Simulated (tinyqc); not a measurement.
Estimate of lattice thermal conductivity from elastic moduli (Slack, Klemens and Cahill formulas). From Debye temperature Theta back to shear modulus G. Computed by tinyqc, a small Python program. Command: `OMP_NUM_THREADS=1 python tinyqc.py 3004702 3004703 out.jsonl slack inv`. One thread of a shared host (Intel(R) Xeon(R) Processor @ 2.30GHz), about 0.01 s of CPU time with the checks.

An isotropic solid.

Inputs (values chosen for the exercise, for a model crystal): bulk modulus B = 37.8 GPa; volume per atom V = 20.3 angstrom^3; mean atomic mass M = 152 u.

Grueneisen parameter: from the Poisson ratio.

Constants: u = 1.6605390666e-27 kg; hbar = 1.054571817e-34 J s; k_B = 1.380649e-23 J/K.

Method. rho = M/V; vL = sqrt((B + 4G/3)/rho), vT = sqrt(G/rho); v_m = [(vL^-3 + 2 vT^-3)/3]^(-1/3); Poisson ratio sigma = (3B - 2G)/(6B + 2G); Theta = hbar v_m (6 pi^2/V)^(1/3)/k_B.

Question. A run gave the result below. Find the shear modulus G, known to lie between 6.4 and 12 GPa.

Debye temperature Theta = 104.9528 K

Answer.

Each step takes the trial c = (a f_b - b f_a)/(f_b - f_a), f being the result less the target and a, b, c the logarithms of the listed values; c replaces end b, the old b replaces a if the sign of f changed, and otherwise f_a is halved.

Scan of the range:

| shear modulus G (GPa) | Debye temperature Theta (K) |
|---|---|
| 6.40 | 88.879 |
| 7.11 | 93.573 |
| 7.89 | 98.450 |
| 8.76 | 103.594 |
| 9.73 | 109.015 |
| 10.80 | 114.665 |
| 12.00 | 120.653 |

False position (Illinois rule, in the logarithm of the input) inside the bracket:

| step | end a | end b | trial | Debye temperature Theta (K) |
|---|---|---|---|---|
| 1 | 8.76000 | 9.73000 | 8.99367 | 104.928 |
| 2 | 9.73000 | 8.99367 | 8.99792 | 104.952 |
| 3 | 9.73000 | 8.99792 | 8.99807 | 104.953 |
| 4 | 8.99792 | 8.99807 | 8.99800 | 104.953 |

Debye temperature Theta rises at every point of a 13-point scan of the range (every second point is shown), so one value fits; it is bracketed by 8.76 and 9.73. Answer: shear modulus G = 8.998 GPa.
